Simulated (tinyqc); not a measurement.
Inside a calculation. Method: bound state in one dimension: Numerov shooting, finite differences, DVR. Computed by tinyqc, a small Python program that keeps every step. Settings: points = 48. Command: `OMP_NUM_THREADS=1 python tinyqc.py 20829 20830 out.jsonl` (the two numbers bound the seeds that draw the settings). One thread of a shared host (Intel(R) Xeon(R) Processor @ 2.60GHz), about 0.01 s of CPU time with the checks.

## Numerov steps at E = -6.15

One particle of mass 1 in V = -6.28 exp(-x^2/1.84^2) (atomic units), psi = 0 at both ends:
```
parameter                value
left end                    -7
right end                    7
intervals                   48
h                     0.291667
state sought (nodes)         0
```

k_i = 2 m (E - V_i); (1 + h^2 k_(i+1)/12) y_(i+1) = 2 (1 - 5 h^2 k_i/12) y_i - (1 + h^2 k_(i-1)/12) y_(i-1), from y_0 = 0, y_1 = 0.001.

Points along the way:
```
i           x          V           k              y
0   -7.000000  -3.25e-06  -12.299993       0.000000
1   -6.708333  -0.000011  -12.299979       0.001000
2   -6.416667  -0.000033  -12.299934       0.003146
3   -6.125000  -0.000097  -12.299807       0.008899
4   -5.833333  -0.000271  -12.299458       0.024853
5   -5.541667  -0.000722  -12.298556       0.069295
16  -2.333333  -1.257659   -9.784682    4580.097930
17  -2.041667  -1.833368   -8.633264   11399.993637
18  -1.750000  -2.541625   -7.216750   26890.361502
19  -1.458333  -3.350799   -5.598402   59184.555711
20  -1.166667  -4.201075   -3.897850  119649.685710
21  -0.875000  -5.008960   -2.282079  219069.805820
```

## Bisection on the node count

With more sign changes than the state has nodes (the last point included) the energy is too high, else too low; the bracket starts as -6.15 to -0.05.

Trials:
```
trial            E  sign changes  y at the right end   next
1      -3.10000000             2            6.21e+07  lower
2      -4.62500000             1           -1.36e+11  lower
3      -5.38750000             0            1.52e+11  raise
4      -5.00625000             1           -5.48e+11  lower
5      -5.19687500             1           -7.04e+11  lower
6      -5.29218750             1           -5.21e+11  lower
7      -5.33984375             1           -2.70e+11  lower
8      -5.36367187             1           -8.41e+10  lower
9      -5.37558594             0            2.73e+10  raise
10     -5.36962891             1           -3.00e+10  lower
11     -5.37260742             1           -1.77e+09  lower
12     -5.37409668             0            1.27e+10  raise
13     -5.37335205             0            5.42e+09  raise
14     -5.37297974             0            1.82e+09  raise
...            ...           ...                 ...    ...
28     -5.37279092             0            1.54e+05  raise
29     -5.37279091             0            4.48e+04  raise
30     -5.37279090             1           -1.00e+04  lower
```

eigenvalue = -5.37279090 hartree

## The same grid by other methods

Three-point finite differences and the sine-DVR kinetic matrix of Colbert and Miller on the same points.

Lowest levels (hartree):
```
state  finite differences        DVR
0               -5.380805  -5.372627
1               -3.711596  -3.677635
2               -2.303683  -2.235288
```
